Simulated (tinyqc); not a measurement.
# Potential step from the flux

Inverse problem. On one interval J = (q mu Vt/hx) [nb B(d) - na B(-d)], B(d) = d/(exp(d) - 1), d = (psi_b - psi_a)/Vt. Find psi_b - psi_a, and the step at which J would vanish.

Parameters, values chosen for the exercise: temperature T = 293 K; electron mobility mu = 1360 cm^2/(V s); density at the left node na = 4.6e13 cm^-3; density at the right node nb = 2.9e13 cm^-3; node spacing hx = 22 nm.

Constants: q = 1.602176634e-19 C, kB = 1.380649e-23 J/K, Vt = kB T/q. Results are converted to the units shown.

J = 280.98341 A/cm^2

Solution. B(d) falls and B(-d) rises with d, so J falls steadily with the step and one value matches. J = 0 needs nb/na = exp(d), the Boltzmann ratio.

psi_b - psi_a = -0.0990 V
step for J = 0 = -0.0116 V

Computed by the program tinyqc: `OMP_NUM_THREADS=1 python tinyqc.py 2220141 2220142 out.jsonl`, one thread of a shared Intel Xeon 2.30GHz, about 0.01 s for the whole run.
